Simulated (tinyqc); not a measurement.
# Film thickness from the threshold shift

Question. Undoped body with a flat potential across it, hard walls, transport along x. Three valley pairs (g = 2 each) with the longitudinal mass along x, y or z. Non-parabolicity enters the subband edges through E (1 + al E) = gamma, so E = 2 gamma/(1 + sqrt(1 + 4 al gamma)); motion within a subband is taken as parabolic with the band-edge mass. Energies are counted from the bulk band edge. gamma = C (pi k/(t + dl))^2/mz, C = hbar^2/(2 m0). Each subband has N_k = g sqrt(mx my) m0 kB T/(pi hbar^2); without degeneracy n = exp(EF/Vt) sum N_k exp(-E_k/Vt). Classical value Nc times t, Nc = sum over valleys of 2 g (m m0 kB T/(2 pi hbar^2))^1.5 with m = (mx my mz)^(1/3). Threshold shift dVT = Vt ln(classical value/sum N_k exp(-E_k/Vt)). Find t and the lowest subband edge.

Parameters, values chosen for the exercise; masses close to those of silicon: temperature T = 200 K; longitudinal mass ml = 0.911 m0; transverse mass mt = 0.193 m0; non-parabolicity al = 0.5 1/eV; widening of the box by penetration into the insulator dl = 0 nm.

Constants: q = 1.602176634e-19 C, kB = 1.380649e-23 J/K, hbar = 1.054571817e-34 J s, m0 = 9.1093837015e-31 kg, Vt = kB T/q, hbar^2/(2 m0) = 0.0380998212 eV nm^2. Results are converted to the units shown.

dVT = 13.120864 mV

Solution. dVT is evaluated for trial values of t with all subbands; between 1.5 and 25 nm one value matches.

t = 9.10 nm
E_1 = 4.97 meV

Computed by the program tinyqc: `OMP_NUM_THREADS=1 python tinyqc.py 2350065 2350066 out.jsonl`, one thread of a shared Intel Xeon 2.30GHz, about 0.06 s for the whole run.
